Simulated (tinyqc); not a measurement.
Solid solubility of a dopant against its melt (retrograde solidus), clustering and the electrically active fraction. Changing the enthalpy of transfer from melt to solid H. Computed by tinyqc, a small Python program. Command: `OMP_NUM_THREADS=1 python tinyqc.py 3002218 3002219 out.jsonl retro sweep`. One thread of a shared host (Intel(R) Xeon(R) Processor @ 2.30GHz), about 0.01 s of CPU time with the checks.

Inputs (values chosen for the exercise, of the order of those of aluminium in silicon for the solubility):

| quantity | value | unit |
|---|---|---|
| melting point of the host T_m | 1687 | K |
| heat of melting of the host H_f | 50.2 | kJ/mol |
| interaction L of the melt | -3.5 | kJ/mol |
| entropy of transfer S | -1.96 | k_B |
| site density N0 | 5e+22 | 1/cm^3 |
| temperature T | 1130 | K |

Constants: R = 8.314462618 J/(mol K); k_B = 8.617333262e-05 eV/K; e = 1.602176634e-19 C; N_A = 6.02214076e+23 1/mol.

Method. x_l and x_s are atom fractions of the dopant in melt and solid; the solid is dilute. Liquidus of the host: R T ln(1 - x_l) + L x_l^2 = -H_f (1 - T/T_m). Distribution: k = x_s/x_l = exp[L (1 - x_l)^2/(R T)] exp(S/k_B - H/(k_B T)), the first factor being the activity coefficient in the melt. Solubility = x_s N0; at T_m x_l = 0. The largest x_s N0 between 900 K and T_m. For an ideal melt with constant heats the maximum has x_l = H_f/(H + H_f), H in the same units.

One run for each value:

| enthalpy of transfer from melt to solid H (eV) | temperature of the maximum (K) | largest solubility (1/cm^3) | k at the melting point | x_l there |
|---|---|---|---|---|
| 0.304 | 1291.7 | 2.7180e+20 | 0.013559 | 0.62084 |
| 0.400 | 1345.7 | 1.1686e+20 | 0.007006 | 0.55562 |
| 0.495 | 1386.0 | 5.2161e+19 | 0.003645 | 0.50352 |
| 0.591 | 1417.9 | 2.3571e+19 | 0.001883 | 0.46008 |
| 0.686 | 1443.4 | 1.0910e+19 | 0.000980 | 0.42397 |
| 0.782 | 1464.6 | 5.0715e+18 | 0.000506 | 0.39287 |
| 0.877 | 1482.3 | 2.4002e+18 | 0.000263 | 0.36633 |
| 0.973 | 1497.4 | 1.1364e+18 | 0.000136 | 0.34294 |

What does the table show, and why?

Over the rows, temperature of the maximum (K) rises from 1290 to 1500 (exponent d ln y / d ln x 0.15 between the first rows and 0.098 between the last); largest solubility (1/cm^3) falls from 2.72e20 to 1.14e18 (exponent d ln y / d ln x -3.1 between the first rows and -7.2 between the last); k at the melting point falls from 0.0136 to 1.36e-4 (exponent d ln y / d ln x -2.4 between the first rows and -6.4 between the last). The larger H, the smaller k and the nearer to T_m the maximum: fast-falling solubility peaks early.

Extremes, crossings and ranges named in words are read from the listed rows.
